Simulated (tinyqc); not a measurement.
From results back to parameters: exciton in an atomically thin sheet (Rytova-Keldysh potential). Two cases, with inputs chosen for the exercise.

Problem. The spacing of the 1s and 2s lines was computed from a hidden kap.

Relative motion in the plane with V(k) = -2 pi q/(k (kap + r0 k)), q = e^2/(4 pi eps0), c = hbar^2/2m0. Normalised Gaussians exp(-a_i r^2): with A = a_i + a_j, S_ij = 2 sqrt(a_i a_j)/A, T_ij = (4c/mu)(a_i a_j/A) S_ij, V_ij = -q S_ij times the integral over k from 0 to infinity of exp(-k^2/4A)/(kap + r0 k).

Converged values use 20 Gaussians with exponents 2^i/b^2, i = -11 to 8, b the larger of a0 kap/(2 mu) and sqrt(a0 r0/mu), a0 = 0.5291772 angstrom; p states use r exp(i theta) exp(-a r^2).

Constants: hbar^2/2m0 = 3.80998211 eV angstrom^2; e^2/(4 pi eps0) = 14.39964547 eV angstrom.

Case 1.

Values chosen (out of a larger set: near those of a MoTe2 monolayer; not measured data): r0 = 70.1 angstrom (screening length of the sheet).

mu = 0.29055 m0
2s - 1s = 146.71 meV

Case 2.

Values chosen (out of a larger set: near those of a WSe2 monolayer; not measured data): r0 = 41.8 angstrom (screening length of the sheet).

mu = 0.18777 m0
2s - 1s = 195.24 meV

Find: kap; 1s binding.

Solution. The spacing falls steadily as kap grows, so bisection on kap finds one value; the binding follows from the same solution.

Case 1.

kap = 2.45
1s binding = 237 meV

Case 2.

kap = 2.45
1s binding = 281 meV

Computed by tinyqc, one run a case: `OMP_NUM_THREADS=1 python tinyqc.py N N+1 out.jsonl` with N = 1250754, 1250998; one thread of a shared Intel(R) Xeon(R) Processor @ 2.30GHz, about 0.04 s a run at most.
